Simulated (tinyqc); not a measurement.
Ballistic transport through the one-dimensional subbands of a rectangular nanowire or nanosheet channel: one step, computed by the program tinyqc.

Hard walls, parabolic subbands, transport along x. Energies are counted from the bulk conduction band edge at the top of the barrier, which the gate pulls down by U; the source Fermi level lies at the bulk edge when U = 0.

Problem. Subbands. E_pq = (hbar^2 pi^2/2)(p^2/(m_y b^2) + q^2/(m_z a^2)); valley pairs: (m_x, m_y, m_z) = (m_t, m_t, m_l), (m_t, m_l, m_t), (m_l, m_t, m_t), each with degeneracy g = 2; the 10 lowest subbands are kept.

Inputs (values chosen for the exercise, modelled on silicon):

| quantity | value | unit |
|---|---|---|
| light mass m_t | 0.19 | m_0 |
| heavy mass m_l | 0.926 | m_0 |
| height a | 3.1 | nm |
| width b | 5.3 | nm |

Valleys: silicon [100] wire.

Constants: hbar^2/(2 m_0) = 3.80998212 eV angstrom^2; k_B = 8.617333262e-05 eV/K.

Give: Subbands.

Solution.

Subbands:

| valley axis | p | q | E (meV) | m_x (m_0) |
|---|---|---|---|---|
| z | 1 | 1 | 112.7 | 0.190 |
| y | 1 | 1 | 220.4 | 0.190 |
| z | 1 | 2 | 239.5 | 0.190 |
| y | 2 | 1 | 263.8 | 0.190 |
| x | 1 | 1 | 276.4 | 0.926 |
| z | 2 | 1 | 324.1 | 0.190 |
| y | 3 | 1 | 336.0 | 0.190 |
| y | 4 | 1 | 437.2 | 0.190 |
| z | 1 | 3 | 450.8 | 0.190 |
| z | 2 | 2 | 450.8 | 0.190 |
